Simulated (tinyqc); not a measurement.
Changing the second-pair interaction V2: cluster expansion of a binary alloy: correlations, fit, cross-validation and ground states. Computed by tinyqc, a small Python program. Command: `OMP_NUM_THREADS=1 python tinyqc.py 3010142 3010143 out.jsonl clex sweep`. One thread of a shared host (Intel(R) Xeon(R) Processor @ 2.30GHz), about 0.05 s of CPU time with the checks.

s = +1 for A and -1 for B. Energy per site E = J0 + J1 P(point) + sum over clusters of m V P, with P the mean product of spins; V > 0 on a pair favours unlike neighbours. Clusters per site m: pair 1 6, pair 2 3, pair 3 12, triplet 8; the triplet is the triangle of first neighbours. Formation energies are counted from the line between pure A and pure B, which removes J0 and J1.

Inputs (values chosen for the exercise, for a model alloy):

| quantity | value | unit |
|---|---|---|
| first-pair interaction V1 | 10.4 | meV |
| third-pair interaction V3 | -1 | meV |
| triplet interaction Vt | 0.047 | meV |
| noise amplitude | 2.3 | meV/site |
| temperature T | 470 | K |
| fraction x of B | 0.43 | - |

Lattice: fcc.

correlations P, counted on periodic cells:
```
                       point     pair 1     pair 2     pair 3    triplet
A                   1.000000   1.000000   1.000000   1.000000   1.000000
A3B L1_2            0.500000   0.000000   1.000000   0.000000  -0.500000
A3B D0_22           0.500000   0.000000   0.666667   0.333333  -0.500000
A3B (001) layers    0.500000   0.333333   0.666667   0.000000   0.500000
A2B (001) layers    0.333333   0.111111   0.555556  -0.333333   0.333333
AB L1_0             0.000000  -0.333333   1.000000  -0.333333   0.000000
AB L1_1             0.000000   0.000000  -1.000000   0.000000   0.000000
A2B2 (001) layers   0.000000   0.333333   0.333333  -0.333333   0.000000
AB2 (001) layers   -0.333333   0.111111   0.555556  -0.333333  -0.333333
AB3 L1_2           -0.500000   0.000000   1.000000   0.000000   0.500000
AB3 D0_22          -0.500000   0.000000   0.666667   0.333333   0.500000
AB3 (001) layers   -0.500000   0.333333   0.666667   0.000000  -0.500000
B                  -1.000000   1.000000   1.000000   1.000000  -1.000000
```

standard normal numbers for the noise (0 for the pure ends): A 0.000, A3B L1_2 -0.173, A3B D0_22 -0.688, A3B (001) layers 0.623, A2B (001) layers 1.401, AB L1_0 1.934, AB L1_1 1.656, A2B2 (001) layers 0.491, AB2 (001) layers 0.279, AB3 L1_2 0.770, AB3 D0_22 1.841, AB3 (001) layers -0.703, B 0.000

Constants: k_B = 8.617333262e-05 eV/K.

Method:
- Design matrix of formation energies: m (P - 1) for pairs and m (P(triplet) - P(point)) for the triplet; x = (1 - P(point))/2.
- Exact: X V with V = (V1, V2, V3, Vt). The data to fit add the noise amplitude times the normal numbers, standing for what the clusters leave out.
- Leave out pair 3: A = X^T X and b = X^T E (E being the data with noise) over these three columns; solve A V = b. The root-mean-square error runs over the structures between the pure ends.
- For each set, H = X (X^T X)^-1 X^T over the structures between the ends; residual e = E - H E; leave-one-out error e_i/(1 - H_ii); both as root mean squares.
- Height above the hull = E less the lowest straight line between two structures that bracket x (or the lowest structure at the same x). The three-term fit is X V with the fitted values.
- Random alloy: P(pair) = p^2, P(triplet) = p^3, p = 1 - 2x, so H_mix = (p^2 - 1) sum m V(pairs) + (p^3 - p) m Vt; G_mix = H_mix + k_B T [x ln x + (1 - x) ln(1 - x)]. To first order in 1/T the Warren-Cowley parameter of shell 1 is alpha_1 = -(1 - p^2) V_eff/(k_B T), V_eff = V1 + (number of triplets on a first-neighbour bond) p Vt, that number being 4.

One run for each value:

| second-pair interaction V2 (meV) | lowest exact formation energy (meV/site) | mixing enthalpy H_mix (meV/site) | leave-one-out error without pair 3 (meV/site) |
|---|---|---|---|
| -8.3 | -67.2 | -25.05 | 6.980 |
| -6.2 | -67.2 | -31.23 | 6.980 |
| -4.2 | -67.2 | -37.11 | 6.980 |
| -2.1 | -67.2 | -43.29 | 6.980 |
| 0.0 | -67.2 | -49.46 | 6.980 |
| 2.1 | -67.2 | -55.64 | 6.980 |
| 4.2 | -75.6 | -61.82 | 6.980 |
| 6.2 | -87.6 | -67.70 | 6.980 |
| 8.3 | -100.2 | -73.88 | 6.980 |

Over the rows, lowest exact formation energy (meV/site) falls from -67.2 to -100, flat over part of the range; mixing enthalpy H_mix (meV/site) falls from -25.1 to -73.9; leave-one-out error without pair 3 (meV/site) does not change.

Extremes, crossings and ranges named in words are read from the listed rows.
